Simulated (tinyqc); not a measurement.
Hubbard ring of 4 sites, step by step. One step of it, computed by the program tinyqc.

Task: Mean-field iteration 3. H(up) = T + U n(down), H(down) = T + U n(up); fill the lowest levels; n(new) = n + mixing (n(out) - n); E = tr T (rho up + rho down) + U sum n_up n_down of the output.

one-body matrix (hopping and site energies) (eV):
```
,1,2,3,4
1,-0.520000,-1.190000,0.000000,-1.190000
2,-1.190000,-0.110000,-1.190000,0.000000
3,0.000000,-1.190000,-0.090000,-1.190000
4,-1.190000,0.000000,-1.190000,-0.060000
```

U = 9.500000 eV

electrons, up and down: 2  2

mixing = 1

n(up) after iteration 2: 1 0.969626, 2 0.031725, 3 0.967207, 4 0.031443

n(down) after iteration 2: 1 0.035010, 2 0.966527, 3 0.032256, 4 0.966206

Give: levels, up; levels, down; energy; n(up) after iteration 3; n(down) after iteration 3.

Result:

levels, up (eV): -0.631  0.074  9.095  9.683

levels, down (eV): -0.396  0.216  8.837  9.563

energy = -1.936 eV

n(up) after iteration 3: 1 0.973, 2 0.029, 3 0.970, 4 0.028

n(down) after iteration 3: 1 0.032, 2 0.969, 3 0.029, 4 0.969
